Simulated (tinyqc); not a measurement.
Comparisons within one model: model-solid line-up of a strained alloy layer on a substrate. A value that a table varies takes the place of the one given here.

All values of the alloy are linear in x but the gap, Eg(x) = (1 - x) Eg_A + x Eg_B - C x (1 - x), and the valence edge, Ev(x) = (1 - x) Ev_A + x Ev_B + fv C x (1 - x); Ec = Ev + Eg. Ev is the top of the unstrained valence band on a scale common to all materials. In the layer only the Gamma valley of the conduction band is followed, also where an X or L valley would lie lower.

Coherent growth on a (001) face: e_par = (a_s - a)/a, e_perp = -2 (C12/C11) e_par; exx = eyy = e_par, ezz = e_perp, no shear.

Strained edges: Ec + ac tr(e); the valence edges are Ev plus the levels of the 6 x 6 matrix of X, Y, Z times spin with -Dso/3 + l exx + m (eyy + ezz) on the diagonal (cyclic), n exy off it, l = av + 2 b, m = av - b, n = sqrt(3) d. Spin-orbit term (Dso/3) L.sigma on X, Y, Z with (L_k)_ij = -i epsilon_kij: <X+|H|Y+> = -i Dso/3, <X+|H|Z-> = Dso/3, <Y+|H|Z-> = -i Dso/3, <Z+|H|X-> = -Dso/3, <Z+|H|Y-> = i Dso/3, <X-|H|Y-> = i Dso/3, and their conjugates; + and - are the spin along z.

dEc = Ec(substrate) - Ec(layer), dEv = Ev(layer) - Ev(substrate); positive values confine the carrier in the layer. Type I: both of one sign; type II: opposite signs; type III: the gaps do not overlap.

Coherent growth: e_par = (a_s - a)/a. (001): e_perp = -2 (C12/C11) e_par; exx = eyy = e_par, ezz = e_perp, no shear. (111): e_perp = -(2 C11 + 4 C12 - 4 C44)/(C11 + 2 C12 + 4 C44) e_par; exx = eyy = ezz = (2 e_par + e_perp)/3 and exy = eyz = ezx = (e_perp - e_par)/3. (110): e_perp = -(C11 + 3 C12 - 2 C44)/(C11 + C12 + 2 C44) e_par; exx = eyy = (e_par + e_perp)/2, ezz = e_par, exy = (e_perp - e_par)/2, eyz = ezx = 0.

Values chosen for the exercise (A near AlAs, B near InAs, substrate near InAs; shifted at random, so the results belong to these values and not to a real crystal):
- a = (5.662, 6.058) angstrom (lattice constant of A, B)
- Eg = (3.08, 0.418) eV (gap at Gamma to the s-like level of A, B)
- Dso = (0.283, 0.385) eV (spin-orbit splitting of A, B)
- Ev = (-1.34, -0.58) eV (top of the unstrained valence band of A, B)
- ac = (-5.57, -5.03) eV (conduction deformation potential of A, B)
- av = (2.5, 1.01) eV (valence hydrostatic potential of A, B)
- b = (-2.31, -1.82) eV (tetragonal shear potential of A, B)
- d = (-3.45, -3.61) eV (trigonal shear potential of A, B)
- C11 = (123.7, 83.2) GPa (of A, B)
- C12 = (53.8, 45) GPa (of A, B)
- C44 = (54.2, 39.5) GPa (of A, B)
- C = 0.759 eV (bowing of the gap)
- fv = 0.3 (share of the bowing taken by the valence edge)
- a_s = 6.058 angstrom (substrate)
- Eg_s = 0.418 eV (lowest gap of the substrate)
- Ev_s = -0.58 eV (substrate valence edge)
- face = 001 (growth face)
- x = 0.58 (fraction of B)

## Composition against offsets

Each composition is strained to the same substrate.

Results:
```
x     e_par (%)  relaxed gap (eV)  strained gap (eV)  valence splitting (meV)  dEc (eV)  dEv (eV)  type
0.56       2.96             1.402              1.017                      292    -0.545    -0.054     I
0.62       2.55             1.251              0.931                      244    -0.462    -0.051     I
0.68       2.14             1.105              0.846                      199    -0.381    -0.047     I
0.74       1.73             0.964              0.763                      156    -0.304    -0.042     I
0.80       1.32             0.829              0.682                      115    -0.229    -0.035     I
0.86       0.92             0.699              0.602                       77    -0.157    -0.026     I
0.92       0.53             0.575              0.522                       42    -0.088    -0.016     I
0.98       0.13             0.456              0.444                       10    -0.022    -0.004     I
```

What does this show, and why?

The layer stays under tension over this range. The strained gap runs from 1.017 to 0.444 eV, against 1.402 to 0.456 eV for the relaxed alloy: strain takes back part of the change that the composition makes. Strains above 2 % can be kept only in layers of a few nanometres. The line-up is type I throughout, with the layer as the barrier. Offsets below about 50 meV are within the spread of parameter sets, so those rows do not settle the type. Where the alloy is indirect its X or L edge, left out, lies lower and sets the real gap and dEc.

## The same layer on three faces

Composition and substrate are kept.

Results:
```
face   e_perp (%)  tr(e) (%)  shift of Ec (meV)  shift of Ev (meV)  valence splitting (meV)  gap (eV)
(001)      -2.744      2.902             -152.6              210.6                    275.9    0.9880
(111)      -1.577      4.068             -213.9              191.3                    214.7    0.9460
(110)      -1.821      3.825             -201.1              195.2                    227.3    0.9549
```

What can be read from the table?

The layer yields most along the normal on (001) and least on (111), so the volume change, and with it the shift of Ec, is largest on (111). The valence splitting, set by b on (001), by d on (111) and by both on (110), is largest on (001). The gaps span 42 meV, from (111) to (001).

## What each parameter does

Strained gap, valence splitting and offsets. Each row changes one parameter from the base and keeps the others.

Results:
```
case                      gap (eV)  splitting (meV)  dEc (eV)  dEv (eV)
base                        0.9880            275.9   -0.5168   -0.0532
x = 0.6                     0.9593            260.0   -0.4891   -0.0522
a_s = 6.078 angstrom        0.9404            313.0   -0.4985   -0.0239
C = 0.859 eV                0.9636            275.9   -0.4998   -0.0458
fv = 0.5                    0.9880            275.9   -0.5538   -0.0162
Ev_s = -0.53 eV             0.9880            275.9   -0.4668   -0.1032
d = (-3.968, -4.151) eV     0.9880            275.9   -0.5168   -0.0532
b = (-2.656, -2.093) eV     0.9585            322.2   -0.5168   -0.0237
C12 = (61.87, 51.75) GPa    1.0019            298.6   -0.5385   -0.0454
```

What can be read from the table?

The largest shifts from the base row, up to three for each result and ties (the steps differ in size, so this ranks the rows, not the parameters). gap (eV): a_s -0.0476, b -0.0295, x -0.0287; unchanged at the printed digits by fv, Ev_s and d. splitting (meV): b +46.4, a_s +37.1, C12 +22.8; unchanged at the printed digits by C, fv, Ev_s and d. dEc (eV): Ev_s +0.0500, fv -0.0370, x +0.0278; unchanged at the printed digits by d and b. dEv (eV): Ev_s -0.0500, fv +0.0370, b +0.0295; unchanged at the printed digits by d.

Run: tinyqc, `OMP_NUM_THREADS=1 python tinyqc.py 1051560 1051561 out.jsonl`; Intel(R) Xeon(R) Processor @ 2.30GHz, one thread, shared host; about 0.02 s of CPU time with all checks.
